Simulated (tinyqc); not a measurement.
# Thin film between two gates, subbands and threshold shift from confinement: confinement against the film thickness

Undoped body with a flat potential across it, hard walls, transport along x. Three valley pairs (g = 2 each) with the longitudinal mass along x, y or z. Non-parabolicity enters the subband edges through E (1 + al E) = gamma, so E = 2 gamma/(1 + sqrt(1 + 4 al gamma)); motion within a subband is taken as parabolic with the band-edge mass. Energies are counted from the bulk band edge.

gamma = C (pi k/(t + dl))^2/mz, C = hbar^2/(2 m0). Each subband has N_k = g sqrt(mx my) m0 kB T/(pi hbar^2); without degeneracy n = exp(EF/Vt) sum N_k exp(-E_k/Vt). Classical value Nc times t, Nc = sum over valleys of 2 g (m m0 kB T/(2 pi hbar^2))^1.5 with m = (mx my mz)^(1/3). Threshold shift dVT = Vt ln(classical value/sum N_k exp(-E_k/Vt)). With degeneracy n = sum N_k F((EF - E_k)/Vt), F(x) = ln(1 + exp(x)); gate: Vg = EF + q n/(Cg P), P = 2 (both faces), summed over the 60 lowest subbands at most, with Vg counted from the value that would put EF at the bulk band edge of an empty body. The last two columns are for Vg = 0.8 V; sensitivity d(dVT)/dt by central differences between 0.99 and 1.01 times the value.

Inputs (values chosen for the exercise); masses close to those of silicon: temperature T = 300 K; longitudinal mass ml = 0.912 m0; transverse mass mt = 0.187 m0; non-parabolicity al = 0 1/eV; widening of the box by penetration into the insulator dl = 0 nm; gate capacitance per area of interface Cg = 2 uF/cm^2.

Constants: q = 1.602176634e-19 C, kB = 1.380649e-23 J/K, hbar = 1.054571817e-34 J s, m0 = 9.1093837015e-31 kg, Vt = kB T/q, hbar^2/(2 m0) = 0.0380998212 eV nm^2. Results are converted to the units shown.

Confinement against the film thickness:
```
t (nm)	E_1 (meV)	gap to the next edge (meV)	dVT (mV)	sensitivity (mV/nm)	n/P (cm^-2)	share of the lowest subband (%)
2	103.1	309.2	110.5	-90.17	7.508e12	99.99
2.7	56.56	169.7	71.66	-32.65	8.037e12	97.31
3.6	31.81	95.44	52.85	-14.16	8.603e12	72.83
4.7	18.67	56.00	39.71	-10.53	9.096e12	47.94
6.3	10.39	31.17	26.20	-6.315	9.465e12	31.47
8.4	5.843	17.53	17.11	-2.872	9.704e12	22.24
11	3.408	10.22	11.94	-1.380	9.877e12	16.39
15	1.833	5.498	8.179	-0.6415	1.004e13	11.58
20	1.031	3.092	5.879	-0.3301	1.018e13	8.448
```

As t grows from 2 to 20 nm, E_1 falls from 103 to 1.03 meV and dVT falls from 110 to 5.88 mV. E_1 goes as t^(-2.00) at the thin end (-2 for a parabolic band without penetration); a thickness error of 0.2 nm moves the threshold by 18 mV in the first row and 0.066 mV in the last. The charge per interface area rises from 7.51e12 to 1.02e13 cm^-2. For t = 2, 2.7 the body is too thin for bulk effective masses to be reliable. In every row the charge in the last two columns would bend the potential across the body by some 30 mV or more, which is left out.

Program tinyqc, `OMP_NUM_THREADS=1 python tinyqc.py 2350149 2350150 out.jsonl`; Intel Xeon 2.30GHz, shared host, one thread, about 0.1 s.
